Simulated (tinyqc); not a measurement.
Worked calculation: extended Hueckel theory, for BeH2+. The parameters take no account of the charge, which enters only through the electron count. Computed by tinyqc, a small Python program that keeps every step (integrals from PySCF). Settings: charge = 1, K = 1.5, multiplicity = 2. Command: `OMP_NUM_THREADS=1 python tinyqc.py 28227 28228 out.jsonl` (the two numbers bound the seeds that draw the settings). One thread of a shared host (Intel(R) Xeon(R) Processor @ 2.60GHz), about 0.01 s of CPU time with the checks.

## Overlaps

Geometry (angstrom):
```
atom        x         y        z
Be    0.00000   0.00000  0.00000
H     0.00000   1.26600  0.13800
H     0.00000  -1.26600  0.13800
```

Parameters chosen for this run:
```
element  shell  Slater exponent  H_ii (eV)
Be          2s          0.97500  -10.00000
Be          2p          0.97500   -6.00000
H           1s          1.30000  -13.60000
```

Slater orbitals, each expanded in six Gaussians scaled to its exponent.

overlap S, lower triangle:
```
          1Be 2s  1Be 2px   1Be 2py  1Be 2pz    2H 1s    3H 1s
1Be 2s   1.00000
1Be 2px  0.00000  1.00000
1Be 2py  0.00000  0.00000   1.00000
1Be 2pz  0.00000  0.00000   0.00000  1.00000
2H 1s    0.47459  0.00000   0.55222  0.06019  1.00000
3H 1s    0.47459  0.00000  -0.55222  0.06019  0.04002  1.00000
```

## Wolfsberg-Helmholz matrix

diagonal H_ii (eV): 1Be 2s -10.00000, 1Be 2px -6.00000, 1Be 2py -6.00000, 1Be 2pz -6.00000, 2H 1s -13.60000, 3H 1s -13.60000

K = 1.50000

H_ij = K' S_ij (H_ii + H_jj)/2 for i != j (the diagonal keeps H_ii), with K' = 1.5.

H (eV), lower triangle:
```
            1Be 2s   1Be 2px   1Be 2py   1Be 2pz      2H 1s      3H 1s
1Be 2s   -10.00000
1Be 2px    0.00000  -6.00000
1Be 2py    0.00000   0.00000  -6.00000
1Be 2pz    0.00000   0.00000   0.00000  -6.00000
2H 1s     -8.40016   0.00000  -8.11757  -0.88485  -13.60000
3H 1s     -8.40016   0.00000   8.11757  -0.88485   -0.81637  -13.60000
```

## Orbitals

valence electrons = 3

Solve H C = S C e through S^(-1/2); fill by pairs from the bottom, a degenerate level sharing its electrons equally; each orbital has its largest coefficient positive (the first on a tie).

orbital energies (eV): -14.69483  -13.44982  -6.07282  -6.00000  -0.04946  11.69913

occupations: 2.00000  1.00000  0.00000  0.00000  0.00000  0.00000

coefficients:
```
             MO1       MO2       MO3      MO4       MO5       MO6
1Be 2s   0.32010   0.00000  -0.19324  0.00000   1.27819   0.00000
1Be 2px  0.00000   0.00000   0.00000  1.00000   0.00000   0.00000
1Be 2py  0.00000   0.12055   0.00000  0.00000   0.00000   1.65152
1Be 2pz  0.00004   0.00000   0.98072  0.00000   0.22502   0.00000
2H 1s    0.52686   0.65043   0.06876  0.00000  -0.75917  -1.00255
3H 1s    0.52686  -0.65043   0.06876  0.00000  -0.75917   1.00255
```

sum of one-electron energies = -42.83948 eV

## Mulliken analysis

P = C n C^T; charge = valence electrons (Be 2, H 1) minus the sum of (P S)_ii on the atom; overlap population = 2 sum P_ij S_ij between two atoms.

charges: 1Be 1.37378, 2H -0.18689, 3H -0.18689

Overlap populations:
```
pair     value
2-1   0.406756
3-1   0.406756
3-2   0.010572
```
